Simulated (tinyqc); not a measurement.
# Trap density from the leakage

Question. Trap-assisted leakage is J = q Nt times the integral over x of the rate through one trap. Find Nt, the areal density Nt t and the mean in-plane spacing (Nt t)^(-1/2).

Inputs (values chosen for the exercise):

| symbol | value | unit | meaning |
|---|---|---|---|
| t | 7.2 | nm | thickness |

Constants: q = 1.602176634e-19 C. Results are converted to the units shown.

J = 5.9729040e-16 A/cm^2
integral of the rate over x = 3.3890850e-7 nm/s

Answer. J is proportional to Nt.

Nt = 1.100e17 cm^-3
Nt t = 7.920e10 cm^-2
in-plane spacing = 35.53 nm

Program tinyqc, `OMP_NUM_THREADS=1 python tinyqc.py 2370031 2370032 out.jsonl`; Intel Xeon 2.30GHz, shared host, one thread, about 0.04 s.
